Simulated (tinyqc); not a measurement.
Implant damage, amorphisation by cascade overlap, and solid-phase epitaxial regrowth: one step, computed by the program tinyqc. Command: `OMP_NUM_THREADS=1 python tinyqc.py 3112219 3112220 out.jsonl sper walk`. One thread of a shared host (Intel(R) Xeon(R) Processor @ 2.30GHz), about 0.01 s of CPU time with the checks.

Range and width of the damage are inputs. Dynamic annealing enters only through the surviving share f.

Problem. Isothermal regrowth. v = v0 x orientation factor x exp(-E_a/(k_B T)) x [1 + (enhancement - 1) exp(-(z - R_d)^2/(2 s_d^2))], T = anneal temperature + 273.15 K; the dopant is taken to follow the damage profile; the lower front moves from the lower edge z2 to the surface, or to the middle (z1 + z2)/2 of a buried layer with upper edge z1; time = int dz/v; the equivalent undoped distance is that time times the undoped velocity.

Inputs (values chosen for the exercise, modelled on antimony ions in germanium):

| quantity | value | unit |
|---|---|---|
| depth of the damage peak R_d | 33 | nm |
| width of the damage profile s_d | 18 | nm |
| regrowth prefactor v0 | 2.8e+16 | nm/s |
| regrowth energy E_a | 2.17 | eV |
| anneal temperature | 323 | C |
| rate relative to (100) | 1 | - |
| peak enhancement by the dopant | 3.3 | - |

lower edge = 74.17045 nm

upper edge = 0 nm

Constants: k_B = 8.617333262e-05 eV/K.

Give: undoped velocity; distance to regrow; time without enhancement; equivalent undoped distance; time with enhancement.

Solution.

undoped velocity = 0.012655 nm/s

distance to regrow = 74.170 nm

time without enhancement = 5861.2 s

equivalent undoped distance = 35.078 nm

time with enhancement = 2772.0 s

The rate doubles for each 10 K or so near this temperature.
